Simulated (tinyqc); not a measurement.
Hueckel theory of the pi electrons with the omega technique, for the molecule c1ccc2c(c1)cnc1ccccc12 (SMILES; centres numbered as the heavy atoms are written), step by step. One step of it, computed by the program tinyqc.

Problem. Omega technique, round 2. h_r = h_r(0) + omega q_r, omega = 1, with q_r = z_r - P_rr; 0.3 of the old diagonal is kept.

Hueckel matrix in units of beta (H = alpha + beta A), lower triangle:
```
           1C        2C        3C        4C        5C        6C        7C        8N
1C   0.000000
2C   1.000000  0.000000
3C   0.000000  1.000000  0.000000
4C   0.000000  0.000000  1.000000  0.000000
5C   0.000000  0.000000  0.000000  1.000000  0.000000
6C   1.000000  0.000000  0.000000  0.000000  1.000000  0.000000
7C   0.000000  0.000000  0.000000  0.000000  1.000000  0.000000  0.000000
8N   0.000000  0.000000  0.000000  0.000000  0.000000  0.000000  1.000000  0.500000
9C   0.000000  0.000000  0.000000  0.000000  0.000000  0.000000  0.000000  1.000000
10C  0.000000  0.000000  0.000000  0.000000  0.000000  0.000000  0.000000  0.000000
11C  0.000000  0.000000  0.000000  0.000000  0.000000  0.000000  0.000000  0.000000
12C  0.000000  0.000000  0.000000  0.000000  0.000000  0.000000  0.000000  0.000000
13C  0.000000  0.000000  0.000000  0.000000  0.000000  0.000000  0.000000  0.000000
14C  0.000000  0.000000  0.000000  1.000000  0.000000  0.000000  0.000000  0.000000

           9C       10C       11C       12C       13C       14C
9C   0.000000
10C  1.000000  0.000000
11C  0.000000  1.000000  0.000000
12C  0.000000  0.000000  1.000000  0.000000
13C  0.000000  0.000000  0.000000  1.000000  0.000000
14C  1.000000  0.000000  0.000000  0.000000  1.000000  0.000000
```

charge and bond-order matrix P, lower triangle:
```
            1C         2C         3C         4C         5C         6C         7C         8N
1C    0.992296
2C    0.622300   0.993039
3C    0.003136   0.701436   0.992998
4C   -0.265509   0.014261   0.590150   0.989075
5C    0.002728  -0.259682  -0.002404   0.540790   0.992205
6C    0.707277   0.011467  -0.344649  -0.016534   0.573846   0.994509
7C   -0.127592  -0.030270   0.035599   0.036900   0.509426   0.028227   0.949237
8N    0.006975   0.170034   0.005709  -0.241617  -0.026855  -0.194175   0.767296   1.124538
9C    0.101018  -0.013898  -0.109182   0.016923  -0.168440   0.016643  -0.048658   0.502447
10C  -0.003315  -0.060926  -0.000937   0.045415   0.008966   0.080510  -0.193561  -0.016219
11C  -0.081460   0.008267   0.093665  -0.009174   0.100838  -0.009095   0.022025  -0.125952
12C   0.002900   0.073209  -0.000571  -0.116904  -0.006141  -0.061227   0.170363   0.003235
13C   0.093450  -0.004681  -0.137360   0.004293  -0.108596   0.004747  -0.008805   0.036590
14C  -0.003099  -0.117174   0.000758   0.460782   0.007136   0.046141  -0.243155  -0.004759

            9C        10C        11C       12C       13C       14C
9C    0.987753
10C   0.575846   0.996694
11C   0.008301   0.706663   0.999324
12C  -0.260863   0.001648   0.622664  0.994659
13C  -0.005382  -0.344871   0.001759  0.701666  1.001070
14C   0.542246  -0.001508  -0.265865  0.004352  0.589765  0.992603
```

Centres:
```
centre  z_r, pi electrons of the neutral centre         h
1C                                            1  0.000000
2C                                            1  0.000000
3C                                            1  0.000000
4C                                            1  0.000000
5C                                            1  0.000000
6C                                            1  0.000000
7C                                            1  0.000000
8N                                            1  0.500000
9C                                            1  0.000000
10C                                           1  0.000000
11C                                           1  0.000000
12C                                           1  0.000000
13C                                           1  0.000000
14C                                           1  0.000000
```

Give: matrix after round 2.

Solution.

matrix after round 2, lower triangle:
```
         1C      2C      3C      4C      5C      6C      7C      8N
1C   0.0054
2C   1.0000  0.0092
3C   0.0000  1.0000  0.0045
4C   0.0000  0.0000  1.0000  0.0133
5C   0.0000  0.0000  0.0000  1.0000  0.0042
6C   1.0000  0.0000  0.0000  0.0000  1.0000  0.0085
7C   0.0000  0.0000  0.0000  0.0000  1.0000  0.0000  0.0631
8N   0.0000  0.0000  0.0000  0.0000  0.0000  0.0000  1.0000  0.3675
9C   0.0000  0.0000  0.0000  0.0000  0.0000  0.0000  0.0000  1.0000
10C  0.0000  0.0000  0.0000  0.0000  0.0000  0.0000  0.0000  0.0000
11C  0.0000  0.0000  0.0000  0.0000  0.0000  0.0000  0.0000  0.0000
12C  0.0000  0.0000  0.0000  0.0000  0.0000  0.0000  0.0000  0.0000
13C  0.0000  0.0000  0.0000  0.0000  0.0000  0.0000  0.0000  0.0000
14C  0.0000  0.0000  0.0000  1.0000  0.0000  0.0000  0.0000  0.0000

         9C      10C     11C     12C     13C     14C
9C   0.0150
10C  1.0000  -0.0001
11C  0.0000   1.0000  0.0020
12C  0.0000   0.0000  1.0000  0.0029
13C  0.0000   0.0000  0.0000  1.0000  0.0001
14C  1.0000   0.0000  0.0000  0.0000  1.0000  0.0045
```
